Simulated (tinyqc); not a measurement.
## Electron density from the centroid

Problem. In the Fang-Howard model the centroid is 3/b with b^3 = 6 (mz1/C) q (Nd + 11 Ns/32)/(eps0 eps_r), C = hbar^2/(2 m0), the field in eV/nm. Find b and Ns.

Values chosen for this exercise; masses and permittivity close to those of silicon (111):
- eps_r = 11.7 (relative permittivity)
- mz1 = 0.259 m0 (mass along z of valley set A (6 valley(s)))
- Nd = 3.8e11 cm^-2 (sheet density of depletion charge)

Constants: q = 1.602176634e-19 C, hbar = 1.054571817e-34 J s, m0 = 9.1093837015e-31 kg, eps0 = 8.8541878128e-14 F/cm where lengths are in cm, hbar^2/(2 m0) = 0.0380998212 eV nm^2. Results are converted to the units shown.

centroid = 3.3866932 nm

Solution. b = 3/centroid gives Nd + 11 Ns/32, from which the depletion charge is taken off.

b = 0.8858 1/nm
Ns = 2.100e12 cm^-2

Numbers from tinyqc (`OMP_NUM_THREADS=1 python tinyqc.py 2160062 2160063 out.jsonl`; about 0.5 s on one thread of a shared Intel Xeon 2.30GHz).
